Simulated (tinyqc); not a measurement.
## Tail temperature from the power law

Question. When tail states hold most of the charge, the linear current goes as I = A (Vg - VT)^g with g = 2 Tt/T - 1. Find g, Tt and the tail width kB Tt.

Inputs (values chosen for the exercise):
- T = 300 K (temperature)

Constants: q = 1.602176634e-19 C, kB = 1.380649e-23 J/K, Vt = kB T/q. Results are converted to the units shown.

I at Vg - VT = 9.3 and 14 V (nA): [13.615305, 24.139624]

Answer. g is the slope of ln I against ln(Vg - VT).

g = 1.40
Tt = 360 K
kB Tt = 31.0 meV

tinyqc, about 0.01 s, one thread, Intel Xeon 2.30GHz (shared host): `OMP_NUM_THREADS=1 python tinyqc.py 2610130 2610131 out.jsonl`
